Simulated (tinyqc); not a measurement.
Hot electrons in a saturated n-channel MOSFET, lucky-electron model: two steps of the calculation.

Beyond pinch-off the lateral field grows as Esat cosh(y/l) over the velocity-saturated region (pseudo-two-dimensional model). Impact ionisation in this region gives the substrate current, which biases the body forward through Rsub. Currents are per width. Local-field laws: they overstate ionisation when the field peak is narrower than an energy relaxation length.

Parameters, values chosen for the exercise; values close to those of silicon n-channel devices:
```
symbol,value,unit,meaning
L,0.35,um,channel length
tox,7.2,nm,oxide thickness
VT,0.63,V,threshold
vs,9.5e6,cm/s,saturation velocity
Ai,2e6,1/cm,ionisation prefactor
Bi,1.71,MV/cm,ionisation field
Rd,700,ohm um,resistance of the lightly doped drain
Rsub,4300,ohm um,substrate resistance
kb,0.42,,fall of VT per volt of forward body bias
lm,7.2,nm,hot-electron mean free path
pb,3.2,V,oxide barrier
Cg,0.0028,,prefactor of the gate current
m,3.3,,lifetime exponent
Hl,990,s uA/um,lifetime constant
Vd,2.4,V,drain voltage
Vg,1.5,V,gate voltage
```

Constants: eps0 = 8.8541878128e-14 F/cm where lengths are in cm. Results are converted to the units shown.

Problem 1. Body bias from the substrate current. Cox = 3.9 eps0/tox. Overdrive g = Vg - VT + kb Vb; Vdsat = g Esat L/(g + Esat L); Id = Cox vs (g - Vdsat); dV = Vd - Id Rd - Vdsat; Em = sqrt((dV/l)^2 + Esat^2); Isub = Id (Ai/Bi) l Em exp(-Bi/Em). Vb(new) = Rsub Isub.

Vb at the start = 0 V
l = 50.911688 nm
Esat = 0.045238095 MV/cm

Give: Vdsat; Id; dV; Em; Isub; Vb after iteration 1.

Solution 1.

Vdsat = 0.5615 V
Id = 140.6 uA/um
dV = 1.740 V
Em = 0.3448 MV/cm
Isub = 2.024 uA/um
Vb after iteration 1 = 0.008704 V

Problem 2. Gate current, lifetime and channel shortening. Ig = Cg Id exp(-pb/(lm Em)); lifetime tau = (Hl/Id)(Isub/Id)^(-m); length of the saturated region dL = l ln[(dV/l + Em)/Esat]. 1 year = 3.15576e7 s.

Id = 141.54038 uA/um
dV = 1.7379211 V
Em = 0.34434445 MV/cm
Isub = 2.0231904 uA/um
l = 50.911688 nm
Esat = 0.045238095 MV/cm

Wanted: Isub/Id; Ig; tau; dL.

Solution 2.

Isub/Id = 0.01429
Ig = 0.9831 pA/um
tau = 0.2714 years
dL = 138.4 nm

The lifetime misses ten years.

Program tinyqc, `OMP_NUM_THREADS=1 python tinyqc.py 2550068 2550069 out.jsonl`; Intel Xeon 2.30GHz, shared host, one thread, about 0.01 s.
